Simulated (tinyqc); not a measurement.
Inductance and parasitic capacitance from two readings.

Question. A loss-free coil L in parallel with C shows the apparent inductance L/(1 - w^2 L C), w = 2 pi f. Find L, C and the self-resonance 1/(2 pi sqrt(L C)).

apparent inductance at 3.7 and 5.9 GHz (nH): 2.0640665  3.7355718

Answer. The inverse of the reading is 1/L - w^2 C, a straight line in w^2.

L = 1.600 nH
C = 260.0 fF
self-resonance = 7.803 GHz

Program tinyqc, `OMP_NUM_THREADS=1 python tinyqc.py 2302185 2302186 out.jsonl`; Intel Xeon 2.30GHz, shared host, one thread, about 0.01 s.
